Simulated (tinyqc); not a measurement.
Small-signal admittance of a forward-biased p+-n diode: one step of the calculation.

Holes injected into a neutral base of width wb with an ohmic contact at its end; low injection, p0 far above the equilibrium density. A small voltage v exp(i w t), w = 2 pi f, modulates the edge density by p0 v/Vt, and the small-signal density obeys Dp d2p/dx2 = (1/tau + i w) p.

Question. The same by finite differences. 6 equal intervals, h = wb/6; u = small-signal density over its edge value, u_0 = 1, u_6 = 0; u_(i-1) + b u_i + u_(i+1) = 0 with b = -2 - h^2 (1/tau + i w)/Dp; Y = (q Dp p0/(Vt h)) (-b/2 - u_1), which includes the half box at the edge.

Inputs (values chosen for the exercise); permittivity close to that of silicon:
- T = 300 K (temperature)
- Dp = 7.4 cm^2/s (hole diffusion coefficient)
- tau = 2e-6 s (hole lifetime)
- wb = 6.2 um (width of the neutral base)
- p0 = 3.8e14 cm^-3 (excess hole density at the junction edge)
- f = 1.8e7 Hz (signal frequency)

Constants: q = 1.602176634e-19 C, kB = 1.380649e-23 J/K, Vt = kB T/q. Results are converted to the units shown.

Wanted: b; u; Y on the mesh.

Answer.

b = -2.0007-0.1632i
u, node 1 to 5: [0.74078-0.19630i, 0.51413-0.27185i, 0.33221-0.26370i, 0.19357-0.20152i, 0.08795-0.10790i]
Y on the mesh = 43.779+46.868i S/cm^2

tinyqc, about 0.01 s, one thread, Intel Xeon 2.30GHz (shared host): `OMP_NUM_THREADS=1 python tinyqc.py 2890101 2890102 out.jsonl`
